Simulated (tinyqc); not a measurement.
Floating body of a partially depleted SOI transistor: body voltage and kink: two steps of the calculation.

Source at 0 V. Channel current Ic = 2 nf K Vt^2 [F(0) - F(Vd)](1 + la Vd), F(V) = ln^2(1 + exp((Vg - VT - nf V)/(2 nf Vt))), VT = VT0 - gb Vb. Saturation voltage Vs = 2 Vt sqrt(F(0)) + 3 Vt, excess Ve = (Vd - Vs + sqrt((Vd - Vs)^2 + 0.0004 V^2))/2, multiplication M1 = Ai Ve exp(-Bl/Ve). Each junction passes D(v) = J1 (exp(v/Vt) - 1) + J2 (exp(v/(2 Vt)) - 1). Bipolar current Ib = bb J1 (exp(Vb/Vt) - 1). The body settles where M1 (Ic + Ib) = D(Vb) + D(Vb - Vd) + Vb/Rb; drain current Id = (1 + M1)(Ic + Ib) - D(Vb - Vd).

Parameters, values chosen for the exercise; values of the order met in partially depleted silicon-on-insulator transistors: temperature T = 300 K; threshold at zero body voltage VT0 = 0.51 V; fall of the threshold per volt of body voltage gb = 0.22; slope factor nf = 1.24; gain factor per width K = 140 uA/(V^2 um); channel-length modulation factor la = 0.08 1/V; impact-ionisation prefactor Ai = 3.1 1/V; impact-ionisation voltage Bl = 6.3 V; diffusion saturation current of each junction J1 = 5.4e-12 uA/um; recombination saturation current of each junction J2 = 3.3e-9 uA/um; gain of the lateral bipolar transistor on the diffusion current bb = 1; resistance of a weak body tie to the source (1e9 stands for no tie, and the term is then dropped) Rb = 1e9 kohm um; gate voltage Vg = 0.56 V; drain voltage Vd = 1.3 V.

Constants: q = 1.602176634e-19 C, kB = 1.380649e-23 J/K, Vt = kB T/q. Results are converted to the units shown.

Task 1. New Vb. Current into the body I_in = M1 (Ic + Ib) - D(Vb - Vd), current out I_out = D(Vb) + Vb/Rb; f = ln(I_in/I_out), s = df/dVb by central differences over 1e-5 V, Vb(new) = Vb - f/s.

Vb after iteration 1 = 0.56584985 V

Give: Ic; Ve; M1; I_in; I_out; f; s; Vb after iteration 2.

Result 1.

Ic = 1.9873 uA/um
Ve = 1.0785 V
M1 = 0.0097129
I_in = 0.019471 uA/um
I_out = 0.017495 uA/um
f = 0.10700
s = -36.905 1/V
Vb after iteration 2 = 0.56875 V

Task 2. Drain current with floating and with grounded body. Id and VT at the converged Vb, Id at Vb = 0, their ratio, and the bipolar share Ib/(Ic + Ib).

converged Vb = 0.56874969 V

Give: VT; Id, floating; Id, grounded; ratio; bipolar share.

Result 2.

VT = 0.38488 V
Id, floating = 2.0396 uA/um
Id, grounded = 0.34856 uA/um
ratio = 5.8514
bipolar share = 0.95854 %

The body rises to 0.569 V and lowers the threshold by 125 mV.

Range of the model: The multiplication law is an empirical form chosen for the exercise; self-heating and capacitive coupling to the body are left out, and the linear laws are rough once Vb passes about 0.7 V or M1 about 0.1.

Program tinyqc, `OMP_NUM_THREADS=1 python tinyqc.py 2182254 2182255 out.jsonl`; Intel Xeon 2.30GHz, shared host, one thread, about 0.2 s.
